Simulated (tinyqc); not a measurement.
Line shape against size: Raman line shape of confined optical phonons and breathing modes of small crystals. Computed by tinyqc, a small Python program. Command: `OMP_NUM_THREADS=1 python tinyqc.py 3005009 3005010 out.jsonl confine walk`. One thread of a shared host (Intel(R) Xeon(R) Processor @ 2.30GHz), about 0.02 s of CPU time with the checks.

Confinement in 2 direction(s) lets phonons with q away from zero scatter light. q is in units of 2 pi/a, from 0 to 1, and the branch is isotropic: omega(q)^2 = (omega_0^2 + omega_X^2)/2 + ((omega_0^2 - omega_X^2)/2) cos(pi q). The model and its constant beta are phenomenological; beta = 8 is the common choice.

Inputs (values chosen for the exercise, modelled on silicon):
```
quantity                                value      unit
bulk frequency omega_0                  521.2      1/cm
frequency at the zone boundary omega_X    399      1/cm
natural width Gamma_0                     3.2      1/cm
lattice constant a                      5.431  angstrom
size L                                    3.3        nm
confinement constant beta                   4         -
```

Shape: wire.

Method:
- Weight W(q) = q^1 exp(-(2 L q/a)^2/(2 beta)) dq, that is exp(-k^2 L^2/(2 beta pi^2)) for k = 2 pi q/a.
- Width q_c = a sqrt(2 beta)/(2 L), where the exponential falls to 1/e; curvature of the branch: omega(q) = omega_0 - c q^2, c = pi^2 (omega_0^2 - omega_X^2)/(8 omega_0); for small q_c the mean of q^2 is (number of confined directions) q_c^2/2, and the mean shift is -c times that.
- I(omega) = int W(q) / [(omega - omega(q))^2 + (Gamma_0/2)^2] dq / int W dq x (Gamma_0/2)^2, by 400 Gauss-Legendre points on 0 < q < min(1, 2.5 a sqrt(2 beta)/L).
- The peak is the maximum of I; the width is taken between the half-maximum points, and the asymmetry is the low-side half-width over the high-side one.

mean shift, quadratic estimate = -14.4185 1/cm

Line shape:
```
L (nm)  peak shift (1/cm)  full width (1/cm)  asymmetry  mean shift, quadratic estimate (1/cm)
3                 -3.3973             19.885     4.1172                                -17.446
3.6               -2.8224             14.966       3.43                                -12.116
4.4               -2.3034             11.218     2.8178                                -8.1104
5.5               -1.8313             8.4054     2.2823                                -5.1907
7                 -1.4155             6.4113     1.8442                                -3.2044
10               -0.93521             4.6827     1.4074                                -1.5702
15               -0.54101             3.7305     1.1384                               -0.69786
25               -0.23432             3.3036     1.0192                               -0.25123
```

The peak shift falls with exponent -1.02 at the small end and -1.64 at the large end. For still larger L it tends to the mean shift, which goes as 1/L^2; the ratio is 0.19 in the first row and 0.93 in the last. The width exceeds Gamma_0 by over 10 % for L up to 15 nm. In a wire the factor q lowers the weight at q = 0.

Extremes, crossings and ranges named in words are read from the listed rows.
